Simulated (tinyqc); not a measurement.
Levels against anisotropy: donor in an ellipsoidal valley (Kohn-Luttinger variational method). Computed by tinyqc, a small Python program. Command: `OMP_NUM_THREADS=1 python tinyqc.py 3005352 3005353 out.jsonl kohnlutt walk`. One thread of a shared host (Intel(R) Xeon(R) Processor @ 2.30GHz), about 0.02 s of CPU time with the checks.

H = -(d^2/dx^2 + d^2/dy^2) - gamma d^2/dz^2 - 2/r in units built on m_t, with gamma = m_t/m_l and z along the valley axis. One valley; no valley-orbit or central-cell term.

Inputs (values chosen for the exercise, for a model semiconductor): transverse mass m_t = 0.0764 m_0; longitudinal mass m_l = 0.255 m_0; dielectric constant eps = 11.6.

Constants: Ry = 13.605693123 eV; a_0 = 0.529177210903 angstrom.

Method:
- Ry* = Ry m_t/eps^2, a* = a_0 eps/m_t, gamma = m_t/m_l.
- Trial function exp(-sqrt((x^2 + y^2)/a^2 + z^2/b^2)) with beta = b/a < 1: E = t/a^2 - u/a, t = (2 + gamma/beta^2)/3, u = 2 arcsin(sqrt(1 - beta^2))/sqrt(1 - beta^2); the best a is 2 t/u and E(beta) = -u^2/(4 t).
- The trial energy is minimised over beta by golden section from 0.05 to 0.999, 60 steps.
- Gaussian basis: g = P exp(-al (x^2 + y^2) - be z^2) with P = 1 (s-like), z (2p0) or x (2p+-); al = 0.004 x 2.6^k, k = 0..11, and be/al = 1, gamma^(-1/2) or 1/gamma (36 functions); 1/r = (2/sqrt(pi)) int exp(-t^2 r^2) dt by 48 Gauss-Legendre points after t = sqrt(al_i + al_j) tan(theta); overlap eigenvalues below 1e-10 are dropped.

gamma = 0.299608

Binding energies (Ry*):

| gamma | 1s, trial | 1s, Gaussians | 2p0 | 2p+- |
|---|---|---|---|---|
| 0.075 | 1.9443 | 1.9522 | 0.88430 | 0.35667 |
| 0.150 | 1.6877 | 1.6911 | 0.66717 | 0.33338 |
| 0.300 | 1.4283 | 1.4294 | 0.48335 | 0.30600 |
| 0.450 | 1.2792 | 1.2796 | 0.39263 | 0.28821 |
| 0.670 | 1.1371 | 1.1371 | 0.31570 | 0.26963 |
| 0.890 | 1.0392 | 1.0391 | 0.26794 | 0.25579 |

What does the comparison show, and why?

As gamma falls from 0.89 to 0.075, 1s deepens from 1.039 to 1.952 Ry*, on the way from the hydrogen value 1 to the two-dimensional limit 4; 2p+- moves from 0.256 to 0.357 (limits 1/4 and 4/9), while 2p0 climbs from 0.268 to 0.884 and joins 1s as gamma tends to 0. Near gamma = 1 the trial function is almost exact and can pass the Gaussian basis, whose own error is about 3e-5 Ry*.

Extremes, crossings and ranges named in words are read from the listed rows.
